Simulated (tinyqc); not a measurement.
Worked calculation: six-band Luttinger-Kohn model with strain. Values are carried at full precision from step to step, so a last printed digit may differ when a step is redone from the rounded ones.

Constants: hbar^2/2m0 = 3.80998211 eV angstrom^2.

Values chosen for the exercise (near those of Si; shifted at random, so the results belong to these values and not to a real crystal): C11 = 168.5 GPa; C12 = 62.9 GPa; C44 = 77.8 GPa; load = uniaxial [100] (kind of stress); X = -1.56 GPa (stress); Dso = 0.044 eV (spin-orbit splitting); g1 = 4.26 (Luttinger gamma1); g2 = 0.34 (gamma2); g3 = 1.44 (gamma3); av = 2.46 eV (valence hydrostatic potential); b = -2.12 eV (tetragonal shear potential); d = -4.76 eV (trigonal shear potential); k = (0.04, 0.04, 0) 1/angstrom (wave vector); kmax = 0.1 1/angstrom (end of the path).

## Strain from a uniaxial [100] stress

s11 = (C11 + C12)/((C11 - C12)(C11 + 2 C12)), s12 = -C12/((C11 - C12)(C11 + 2 C12)), s44 = 1/C44; exx = s11 sxx + s12 (syy + szz) and cyclic, exy = s44 sxy/2; tension is positive. A uniaxial stress X along the unit vector n is s_ij = X n_i n_j.

s11, s12, s44 (1/TPa): 7.4458  -2.0239  12.8535

strain tensor:
```
           x         y         z
x  -0.011615  0.000000  0.000000
y   0.000000  0.003157  0.000000
z   0.000000  0.000000  0.003157
```

The volume changes by -0.530 %; there is no shear in the cubic axes, so d does not enter.

## The terms P, Q, R, S at one k

P = c g1 k^2 - av tr(e); Q = c g2 (kx^2 + ky^2 - 2 kz^2) - (b/2)(exx + eyy - 2 ezz); R = c sqrt3 [-g2 (kx^2 - ky^2) + 2i g3 kx ky] + (sqrt3/2) b (exx - eyy) - i d exy; S = 2 c sqrt3 g3 (kx - i ky) kz - d (exz - i eyz); c = hbar^2/2m0, e the strain tensor (not engineering shear).

Form the four terms.

Terms (eV):

| term | from k | from strain |
|---|---|---|
| P | 0.05194 | 0.01304 |
| Q | 0.00415 | -0.01566 |
| R | 0.03041i | 0.02712 |
| S | 0.00000 | 0.00000 |

## The Hamiltonian

Six-band Luttinger-Kohn model in the basis |3/2,3/2>, |3/2,1/2>, |3/2,-1/2>, |3/2,-3/2>, |1/2,1/2>, |1/2,-1/2>, electron energies, zero at the top of the unstrained valence band. H = -[rows: (P+Q, -S, R, 0, -S/r2, r2 R); (-S*, P-Q, 0, R, -r2 Q, r32 S); (R*, 0, P-Q, S, r32 S*, r2 Q); (0, R*, S*, P+Q, -r2 R*, -S*/r2); (-S*/r2, -r2 Q, r32 S, -r2 R, P+Dso, 0); (r2 R*, r32 S*, r2 Q, -S/r2, 0, P+Dso)], r2 = sqrt(2), r32 = sqrt(3/2). Levels are twofold.

Each term is the sum of its two parts.

H(k) (eV), lower triangle (Hermitian):
```
                  3/2,3/2          3/2,1/2  3/2,-1/2        3/2,-3/2  1/2,1/2  1/2,-1/2
3/2,3/2           -0.0535
3/2,1/2                 0          -0.0765
3/2,-1/2  -0.0271+0.0304i                0   -0.0765
3/2,-3/2                0  -0.0271+0.0304i         0         -0.0535
1/2,1/2                 0          -0.0163         0  0.0384+0.0430i  -0.1090
1/2,-1/2  -0.0384+0.0430i                0    0.0163               0        0   -0.1090
```

## Levels and their make-up

Diagonalise H. The weights add +m and -m and are averaged over each pair; m is taken along z.

levels from the top, each twofold (eV): 0.0056  -0.0982  -0.1463

weights:
```
               top  second  third
|3/2,+-3/2>  0.580   0.100  0.320
|3/2,+-1/2>  0.218   0.762  0.020
|1/2,+-1/2>  0.202   0.138  0.660
```

The top pair is 58 % |3/2,+-3/2>, the second pair is 76 % |3/2,+-1/2> and the third pair is 66 % |1/2,+-1/2>.

## Band edges at k = 0
Diagonalise H at k = 0. The weights add +m and -m (m along z) and are averaged over each pair.

edges from the top (eV): 0.0388  -0.0444  -0.0775

weights at k = 0:
```
               top  second  third
|3/2,+-3/2>  0.618   0.250  0.132
|3/2,+-1/2>  0.206   0.750  0.044
|1/2,+-1/2>  0.176   0.000  0.824
```

The stress splits the top two pairs by 83.1 meV, 3.21 times kT at 300 K (25.85 meV); the third lies 116.3 meV below the top, against Dso = 44 meV without stress.

## Hole masses at the edges

Curvature at k = 0: m/m0 = -2 c h^2/(E(h u) + E(-h u) - 2 E(0)) with h = 0.0002 1/angstrom along the unit vector u.

Hole masses (m0):

| direction | top | second | third |
|---|---|---|---|
| [110] | 0.218 | 0.244 | 0.243 |
| [1-10] | 0.218 | 0.244 | 0.243 |
| [100] | 0.180 | 0.279 | 0.274 |
| [001] | 0.277 | 0.217 | 0.219 |

Of the directions listed, the top pair is lightest along [100] (0.180) and heaviest along [001] (0.277). These masses hold only for hole energies well below the splitting of 83 meV.

## Bands along [100] and [001]

Six points from 0 to kmax in each direction.

Levels (eV):

| direction | \|k\| (1/angstrom) | top | second | third | top, no stress | second, no stress |
|---|---|---|---|---|---|---|
| [100] | 0.000 | 0.0388 | -0.0444 | -0.0775 | 0.0000 | 0.0000 |
| [100] | 0.020 | 0.0303 | -0.0498 | -0.0831 | -0.0055 | -0.0075 |
| [100] | 0.040 | 0.0050 | -0.0662 | -0.0998 | -0.0218 | -0.0293 |
| [100] | 0.060 | -0.0371 | -0.0935 | -0.1278 | -0.0491 | -0.0633 |
| [100] | 0.080 | -0.0955 | -0.1317 | -0.1676 | -0.0873 | -0.1070 |
| [100] | 0.100 | -0.1688 | -0.1808 | -0.2205 | -0.1364 | -0.1595 |
| [001] | 0.000 | 0.0388 | -0.0444 | -0.0775 | 0.0000 | 0.0000 |
| [001] | 0.020 | 0.0333 | -0.0513 | -0.0845 | -0.0055 | -0.0075 |
| [001] | 0.040 | 0.0168 | -0.0713 | -0.1065 | -0.0218 | -0.0293 |
| [001] | 0.060 | -0.0107 | -0.1025 | -0.1452 | -0.0491 | -0.0633 |
| [001] | 0.080 | -0.0491 | -0.1434 | -0.2023 | -0.0873 | -0.1070 |
| [001] | 0.100 | -0.0984 | -0.1942 | -0.2775 | -0.1364 | -0.1595 |

## Checks

- Levels against the same model in the basis X, Y, Z times spin: they agree to 1e-10 or better.

(tinyqc, `OMP_NUM_THREADS=1 python tinyqc.py 1081062 1081063 out.jsonl`, Intel(R) Xeon(R) Processor @ 2.30GHz, 1 thread, shared host, about 0.03 s.)
